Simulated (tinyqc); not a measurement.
Short-channel transistor, virtual-source model with series resistance: output curve.

The current per gate width is the charge at the top of the source barrier (the virtual source) times its velocity times a saturation function; al and be are fitting constants of the model. Units: I in uA/um, Rs in ohm um, so I Rs = 1e-6 I Rs in volts; Q in uC/cm^2, so I = 1e-4 Q vx0 Fsat with vx0 in cm/s.

Intrinsic voltages Vg' = Vgs - I Rs, Vd' = Vds - 2 I Rs. n = n0 + nd Vd', VT = VT0 - dl Vd', Ff = 1/(1 + exp((Vg' - VT + al Vt/2)/(al Vt))), Q = Cinv n Vt ln(1 + exp((Vg' - VT + al Vt Ff)/(n Vt))), Vdsat = (vx0 L/mu)(1 - Ff) + Vt Ff, Fsat = u/(1 + u^be)^(1/be) with u = Vd'/Vdsat, and I = Q vx0 Fsat per width. I is solved self-consistently. gds = dI/dVds, gm = dI/dVgs.

Inputs (values chosen for the exercise): temperature T = 300 K; inversion capacitance Cinv = 3.05 uF/cm^2; velocity at the virtual source vx0 = 3.65e7 cm/s; apparent mobility mu = 140 cm^2/(V s); channel length L = 25 nm; threshold at zero drain voltage VT0 = 0.43 V; drain-induced barrier lowering dl = 0.074 V/V; subthreshold factor n0 = 1.44; growth of n with drain voltage nd = 0.1 1/V; threshold shift (in units of Vt) from weak to strong inversion al = 3.5; sharpness of saturation be = 1.4; series resistance of each contact Rs = 150 ohm um; gate voltage Vgs = 0.7 V.

Constants: q = 1.602176634e-19 C, kB = 1.380649e-23 J/K, Vt = kB T/q. Results are converted to the units shown.

Result of one run:

| Vds (V) | I (uA/um) | Fsat | gds (uS/um) | gain gm/gds |
|---|---|---|---|---|
| 0.62 | 873.90 | 0.45158 | 887.19 | 2.0745 |

What becomes of these results when the drain voltage Vds is changed from 0.62 to 0.31 V, all else the same?

Result of the changed run:

| Vds (V) | I (uA/um) | Fsat | gds (uS/um) | gain gm/gds |
|---|---|---|---|---|
| 0.31 | 524.39 | 0.22616 | 1399.0 | 0.65523 |

The whole series:

| Vds (V) | I (uA/um) | Fsat | gds (uS/um) | gain gm/gds |
|---|---|---|---|---|
| 0.08 | 152.14 | 0.053995 | 1833.4 | 0.11848 |
| 0.16 | 292.99 | 0.11174 | 1686.2 | 0.26706 |
| 0.23 | 406.35 | 0.16451 | 1552.4 | 0.42816 |
| 0.31 | 524.39 | 0.22616 | 1399.0 | 0.65523 |
| 0.39 | 630.31 | 0.28775 | 1250.3 | 0.93548 |
| 0.47 | 724.69 | 0.34775 | 1111.1 | 1.2747 |
| 0.54 | 798.51 | 0.39789 | 1000.0 | 1.6219 |
| 0.62 | 873.90 | 0.45158 | 887.19 | 2.0745 |
| 0.7 | 940.88 | 0.50082 | 789.98 | 2.5806 |

The current rises from 152 to 941 uA/um as Fsat rises from 0.0540 to 0.501; gds falls from 1830 to 790 uS/um. The gain ends at 2.58, against 1/dl = 13.5 for a current that depends on Vds through barrier lowering alone.

Numbers from tinyqc (`OMP_NUM_THREADS=1 python tinyqc.py 2380135 2380136 out.jsonl`; about 0.02 s on one thread of a shared Intel Xeon 2.30GHz).
